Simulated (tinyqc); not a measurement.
MOS inversion layer, Poisson-Schroedinger loop: effect of the sheet density of electrons.

Electrons confined at an insulator interface at z = 0, treated as a hard wall; parabolic valleys, Hartree approximation, no image or exchange terms. The depletion charge lies far deeper than the electrons and gives a uniform field q Nd/(eps0 eps_r); the gate balances all charge. Energies are counted from the band edge at the interface.

Schroedinger equation -(C/mz) psi'' + (V0 + U) psi = E psi, C = hbar^2/(2 m0), psi(0) = 0, on a uniform mesh of 800 nodes with a far wall at 20 nm, 8 levels a set; V0 = q Nd z/(eps0 eps_r); dU/dz = q (Ns - integral of n from 0 to z)/(eps0 eps_r), U(0) = 0; N_k = g md m0 q Vt/(pi hbar^2) ln(1 + exp((EF - E_k)/Vt)), g the number of valleys of the set, sum N_k = Ns. Triangular well: E_k = a_k (C F^2/mz)^(1/3), a_1 = 2.338107, a_2 = 4.087949, C = hbar^2/(2 m0), F in eV/nm. Fang-Howard (all electrons in the lowest level of set A): b^3 = 6 (mz1/C) q (Nd + 11 Ns/32)/(eps0 eps_r), centroid 3/b, level C b^2/(4 mz1) + (3/b) q (Nd + 11 Ns/16)/(eps0 eps_r). The centroid adds 3.9 z_av/eps_r to an oxide-equivalent thickness. Shares under 0.0001 % are printed as 0.

Values chosen for this exercise; masses and permittivity close to those of gallium nitride:
```
symbol,value,unit,meaning
T,300,K,temperature
eps_r,9.47,,relative permittivity
mz1,0.203,m0,mass along z of valley set A (1 valley(s))
md1,0.198,m0,in-plane density-of-states mass of set A
Nd,2e12,cm^-2,sheet density of depletion charge
```

Constants: q = 1.602176634e-19 C, kB = 1.380649e-23 J/K, hbar = 1.054571817e-34 J s, m0 = 9.1093837015e-31 kg, Vt = kB T/q, eps0 = 8.8541878128e-14 F/cm where lengths are in cm, hbar^2/(2 m0) = 0.0380998212 eV nm^2. Results are converted to the units shown.

Results:
```
Ns (cm^-2),A1 (meV),A2 (meV),EF (meV),share of A1 (%),share of A2 (%),centroid z_av (nm),added oxide equivalent (nm),Fang-Howard centroid (nm)
1e11,156,270,76.8,98.8,1.21,2.66,1.09,2.79
2.1e11,160,275,101,98.8,1.21,2.64,1.09,2.77
4.5e11,169,285,131,98.8,1.21,2.60,1.07,2.74
9.7e11,187,307,172,98.8,1.21,2.53,1.04,2.67
4.4e12,294,432,343,98.5,1.51,2.21,0.910,2.33
9.4e12,424,586,534,97.1,2.83,1.96,0.809,2.04
2e13,652,873,875,92.0,7.84,1.75,0.719,1.71
```

Estimate the missing row, Ns = 2.1e12 cm^-2.

Computed row:
```
Ns (cm^-2),A1 (meV),A2 (meV),EF (meV),share of A1 (%),share of A2 (%),centroid z_av (nm),added oxide equivalent (nm),Fang-Howard centroid (nm)
2.1e12,225,351,238,98.7,1.26,2.40,0.989,2.53
```

With this row back in the table: As Ns goes from 1e11 to 2e13, A1 rises from 156 to 652 meV, the share of A1 falls from 98.8 to 92.0 % and the centroid falls from 2.66 to 1.75 nm. A1 goes as Ns^(0.57) between the last two rows (a triangular well in the field of that charge alone gives 2/3). EF lies more than 2 meV above A1 for Ns = 2.1e12, 4.4e12, 9.4e12, 2e13. The Fang-Howard centroid is 5.0 % above the full one in the first row, where A1 holds 98.8 %, and 2.2 % below it in the last, where A1 holds 92.0 %.

Program tinyqc, `OMP_NUM_THREADS=1 python tinyqc.py 2160079 2160080 out.jsonl`; Intel Xeon 2.30GHz, shared host, one thread, about 0.5 s.
